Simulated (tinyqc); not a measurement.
Scan in temperature at fixed frequency: admittance spectroscopy and thermally stimulated current of one trap level in a depletion layer. Computed by tinyqc, a small Python program. Command: `OMP_NUM_THREADS=1 python tinyqc.py 3112394 3112395 out.jsonl admit walk`. One thread of a shared host (Intel(R) Xeon(R) Processor @ 2.30GHz), about 0.01 s of CPU time with the checks.

A Schottky junction on n-type material holds one donor-like electron trap; shallow donors are fully ionised and abrupt depletion edges are assumed.

Inputs (values chosen for the exercise, modelled on n-type GaAs):
```
quantity                         value    unit
dielectric constant eps           13.1       -
density-of-states mass m         0.066     m_0
shallow doping N               1.2e+15  1/cm^3
trap density N_t                 1e+14  1/cm^3
trap depth E_t below the band    0.265      eV
capture cross section sigma    4.2e-17    cm^2
band bending V_b                     1       V
test frequency f                   100      Hz
```

Constants: k_B = 1.380649e-23 J/K; m_0 = 9.1093837015e-31 kg; h = 6.62607015e-34 J s; k_B = 8.617333262e-05 eV/K; eps_0 = 8.8541878128e-12 F/m; e = 1.602176634e-19 C.

Method:
- N_c = 2 (2 pi m k_B T/h^2)^(3/2), v_th = sqrt(3 k_B T/m), emission rate e_n = sigma v_th N_c exp(-E_t/(k_B T)).
- Where the level crosses the Fermi level capture equals emission, so the trap follows the signal with the rate 2 e_n; G/omega peaks at omega = 2 e_n (the correction for large N_t/N is left out).
- Solve 2 e_n(T_p) = 2 pi f.
- With E_c - E_F = k_B T_p ln(N_c/N): lambda = sqrt(2 eps eps_0 (E_t - (E_c - E_F))/(e^2 N)); traps are empty and charged for x < x_t = w - lambda, and V_b = e (N w^2 + N_t x_t^2)/(2 eps eps_0). High frequency: C_hf = eps eps_0/w. Low frequency: C_lf = eps eps_0 (N + N_t)/(N w + N_t x_t).
- With x = omega/(2 e_n): C = C_hf + (C_lf - C_hf)/(1 + x^2), G/omega = (C_lf - C_hf) x/(1 + x^2); C_hf and C_lf are held at their values at T_p.

peak temperature T_p = 217.721 K

C_hf = 10.7112 nF/cm^2

C_lf = 11.0605 nF/cm^2

Admittance:
```
T (K)  omega/(2 e_n)  C (nF/cm^2)  G/omega (nF/cm^2)
191.6         8.8569       10.716            0.03895
200.3         4.0360       10.731            0.08156
206.8         2.3369       10.765            0.12636
213.4         1.3855       10.831            0.16579
217.7         1.0015       10.886            0.17468
222.1         0.7274       10.940            0.16619
228.6         0.4631       10.999            0.13323
237.3         0.2625       11.038            0.08579
248.2         0.1358       11.054            0.04659
```

What follows from these numbers?

The peak of G/omega is half the step, 0.175 nF/cm^2. Its full width is near 2 ln(2 + sqrt3) k_B T_p^2/(E_t + 2 k_B T_p) = 35.6 K.

Extremes, crossings and ranges named in words are read from the listed rows.
